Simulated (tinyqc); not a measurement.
Inside a calculation. Method: tight binding, honeycomb lattice. Computed by tinyqc, a small Python program that keeps every step. Settings: t1 = 2.58, t2 = 0.2, phi = 0, delta = 0, points = 7. Command: `OMP_NUM_THREADS=1 python tinyqc.py 28515 28516 out.jsonl` (the two numbers bound the seeds that draw the settings). One thread of a shared host (Intel(R) Xeon(R) Processor @ 2.60GHz), about 0.01 s of CPU time with the checks.

## Bloch Hamiltonian at k

Parameters chosen for this model:
```
parameter     value                        unit
t1         2.580000                 eV, nearest
t2         0.200000       eV, second neighbours
phi               0  rad, phase of t2 (Haldane)
delta             0          eV, +/- on A and B
```

k point k (fractions of the reciprocal vectors): -0.310000  0.270000

H_AB = -t1 (1 + exp(-i k.a1) + exp(-i k.a2)); H_AA = delta - 2 t2 sum cos(k.b + phi), H_BB = -delta - 2 t2 sum cos(k.b - phi), b = a1, a2 - a1, -a2.

H(k) at k (eV):
```
                     A                    B
A             0.547906  -1.306879+0.160833i
B  -1.306879-0.160833i             0.547906
```

## Levels at k

Diagonalise the Hermitian matrix.

eigenvalues (eV): -0.768832  1.864644

weights |c|^2 of the basis functions:
```
     band 1    band 2
A  0.500000  0.500000
B  0.500000  0.500000
```

## Bloch Hamiltonian at K

k point K (fractions of the reciprocal vectors): 0.333333  0.666667

As before.

H(k) at K (eV):
```
          A         B
A  0.600000  0.000000
B  0.000000  0.600000
```

## Levels at K

As before.

eigenvalues (eV): 0.600000  0.600000

## Bands along a path

The same steps at evenly spaced points between the labelled ones.

Bands along the path (eV):
```
k             band 1    band 2
G          -8.940000  6.540000
G-K 0.25   -7.941511  6.155871
G-K 0.50   -5.360000  4.960000
G-K 0.75   -2.180000  2.980000
K           0.600000  0.600000
K-M 0.25   -0.502986  1.634356
K-M 0.50   -1.395871  2.381511
K-M 0.75   -1.977847  2.830508
M          -2.180000  2.980000
M-K' 0.25  -1.977847  2.830508
M-K' 0.50  -1.395871  2.381511
M-K' 0.75  -0.502986  1.634356
K'          0.600000  0.600000
```

With 1 band(s) filled, the highest filled level on these points lies at K and the lowest empty one at K: the bands touch or overlap, so there is no gap.
